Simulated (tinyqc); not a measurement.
What moves the results: conductance of a narrow metal strip with scatterers (square lattice, Green functions). A value that a table varies takes the place of the one given here.

A strip of W sites across with hard walls, site energy 0 and hopping -t. Mode n = 1 to W has profile chi_n(j) = sqrt(2/(W + 1)) sin(n j pi/(W + 1)) and energy en = -2t cos(n pi/(W + 1)); E = en - 2t cos(kn a). With z_n = exp(i kn a) (Im k > 0 for closed modes, |z| < 1) each lead gives the self-energy -t z_n in mode n. One column carries the site energies v, here one foreign atom. In the mode basis V_nm = sum_j chi_n(j) v_j chi_m(j), G = (E - en + 2 t z_n - V)^-1, and t_nm = 2t sqrt(sin(kn a) sin(km a)) G_nm in size for open modes. T = sum |t_nm|^2, conductance (2e^2/h) T.

Constants: e^2/h = 3.874045865e-05 S.

Values chosen for the exercise (hopping and spacing of the size met in Cu or Al; the lattice is a model; shifted at random, so the results belong to these values and not to a real crystal): t = 1.91 eV (hopping); W = 4 (sites across); v = (0, 0, -2.7, 0) eV (site energies in the scattering column); a = 2.53 angstrom (spacing); E = -1.79 eV (Fermi energy).

## Conductance steps with and without the scatterer

E is varied across the lower half of the band.

Against energy:

| E/t | E (eV) | open modes | T | reflected |
|---|---|---|---|---|
| -3.30 | -6.303 | 1 | 0.6982 | 0.3018 |
| -2.95 | -5.635 | 1 | 0.7805 | 0.2195 |
| -2.65 | -5.061 | 1 | 0.4017 | 0.5983 |
| -2.30 | -4.393 | 2 | 1.7363 | 0.2637 |
| -1.95 | -3.724 | 2 | 1.7658 | 0.2342 |
| -1.65 | -3.151 | 2 | 1.7373 | 0.2627 |
| -1.30 | -2.483 | 3 | 2.5352 | 0.4648 |
| -0.95 | -1.815 | 3 | 2.6258 | 0.3742 |
| -0.65 | -1.242 | 3 | 2.5054 | 0.4946 |
| -0.30 | -0.573 | 4 | 3.3219 | 0.6781 |
| 0.05 | 0.096 | 4 | 3.4612 | 0.5388 |

How do the results move?

The clean strip goes from 1 to 4 open modes. The reflected flux ranges from 0.219 (E/t = -2.95) to 0.678 (E/t = -0.3). A scatterer on one site acts on one combination of modes only, so it can reflect at most one unit.

## The same scatterer in wider strips

Width (W + 1) a; the strength is the entry of v largest in size. The foreign atom sits at site W/2 + 1, rounded down. Added resistance (1/T - 1/M)/(2 e^2/h), M the number of open modes.

Against width:

| W | width (angstrom) | M | T | T/M | added resistance (ohm) |
|---|---|---|---|---|---|
| 3 | 10.1 | 2 | 1.5809 | 0.7904 | 1711.0 |
| 4 | 12.7 | 3 | 2.6243 | 0.8748 | 615.9 |
| 5 | 15.2 | 4 | 3.6625 | 0.9156 | 297.3 |
| 6 | 17.7 | 4 | 3.6242 | 0.9061 | 334.5 |
| 8 | 22.8 | 6 | 5.4348 | 0.9058 | 223.7 |
| 10 | 27.8 | 7 | 6.5860 | 0.9409 | 115.9 |
| 14 | 38.0 | 10 | 9.4949 | 0.9495 | 68.7 |
| 20 | 53.1 | 14 | 13.5197 | 0.9657 | 32.7 |

What can be read from the table?

The added resistance is 1711 ohm at W = 3 and 32.7 at W = 20; from W = 10 to 20 it changes by a factor 0.28, where 1/M gives 0.50 and 1/M^2 gives 0.25. A point scatterer removes at most one unit of M (here 0.34 to 0.57), so its resistance is at most 1/(M (M - 1)) in units of h/2e^2, without bound for M = 1, with jumps where modes open or where the site sits near a node of the open modes; the largest value is at W = 3 (1711 ohm).

## What each change does

Open modes M, T and the added resistance (1/T - 1/M)/(2 e^2/h). Each row changes one parameter from the base and keeps the others.

Results:

| case | M | T | added resistance (ohm) |
|---|---|---|---|
| base | 3 | 2.6243 | 616 |
| t = 1.986 eV | 3 | 2.6458 | 576 |
| E = -1.64 eV | 3 | 2.6100 | 643 |
| v = (0, 0, -3.51, 0) eV | 3 | 2.4198 | 1032 |

How do the results move?

The largest shifts from the base row, up to three for each result and ties (the steps differ in size, so this ranks the rows, not the parameters). M: unchanged at the printed digits by t, E and v. T: v -0.2045, t +0.0215, E -0.0143. added resistance (ohm): v +416, t -40, E +27.

Computed by tinyqc, a small Python program: `OMP_NUM_THREADS=1 python tinyqc.py 1480993 1480994 out.jsonl` (the numbers bound the seed that draws the inputs); one thread of a shared host (Intel(R) Xeon(R) Processor @ 2.30GHz), about 0.01 s for the whole set of steps.
